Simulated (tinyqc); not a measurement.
Choice of the trial bonds: Wannier functions of a composite (isolated) pair of valence bands (bonds of an sp chain).

Each atom has a hybrid pointing left (<) and right (>). H(k): diagonal +V3 on A, -V3 on B; <A<|A>> = -V1a, <B<|B>> = -V1b, <A>|B<> = -V2, <B>|A<> = -V2p exp(ik); k in 1/a, Bloch sums with exp(ikR). The two lowest bands are filled. Trial functions in cell 0: g1 = cos(c) A> + sin(c) B<, and g2 = sin(c) B> + cos(c) A< of cell 1, whose Bloch vector has cos(c) exp(-ik) on A<. Projection A_mn = <psi_m|g_n>, S = A^+ A, Loewdin U = A S^(-1/2), Bloch-like states w_n = sum_m psi_m U_mn, H_W(k) = U^+ diag(E) U. P = sum_m |psi_m><psi_m| is free of phase choices, and S = g^+ P g, w = P g S^(-1/2).

Inputs chosen for the exercise: V2 = 3.84 eV (coupling in the bond A-B inside the cell); V2p = 4.01 eV (coupling in the bond to the next cell); V1a = 0.69 eV (coupling of the two hybrids on A); V1b = 1.34 eV (the same on B); V3 = 0 eV (A at +V3, B at -V3); xb = 0.56 a (position of B (A at 0)).

N = 12; centres and spreads in real space with point-like hybrids at R and R + xb; smallest eigenvalue of S over the mesh.

Trial angle:

| c (deg) | smallest S | centre 1 (a) | centre 2 (a) | sum of centres | total spread (a^2) | H_12(R = 0), mean over k (eV) |
|---|---|---|---|---|---|---|
| 15 | 0.634 | 0.2826 | 0.7774 | 1.0600 | 0.1317 | -0.6702 |
| 30 | 0.857 | 0.2826 | 0.7774 | 1.0600 | 0.1316 | -0.6687 |
| 45 | 0.983 | 0.2826 | 0.7774 | 1.0600 | 0.1316 | -0.6674 |
| 55 | 0.912 | 0.2826 | 0.7774 | 1.0600 | 0.1316 | -0.6665 |
| 65 | 0.790 | 0.2826 | 0.7774 | 1.0600 | 0.1316 | -0.6655 |
| 75 | 0.634 | 0.2826 | 0.7774 | 1.0600 | 0.1317 | -0.6644 |
| 85 | 0.461 | 0.2826 | 0.7774 | 1.0600 | 0.1317 | -0.6631 |

The sum of the centres stays at 1.0600 a within 0.0000: it gives the electronic polarisation, modulo a, and is fixed by the filled space. Single centres move by less than 0.0001 a here and H_12(0), a matter of gauge, moves by 7 meV. The total spread runs only from 0.1316 to 0.1317 a^2, so the orthogonalisation repairs even poor trials; the projection is best at c = 45 degrees among these rows, and the two bonds, isolated, have c = 45 and 45.

Run: tinyqc, `OMP_NUM_THREADS=1 python tinyqc.py 1450708 1450709 out.jsonl`; Intel(R) Xeon(R) Processor @ 2.30GHz, one thread, shared host; about 0.3 s of CPU time with all checks.
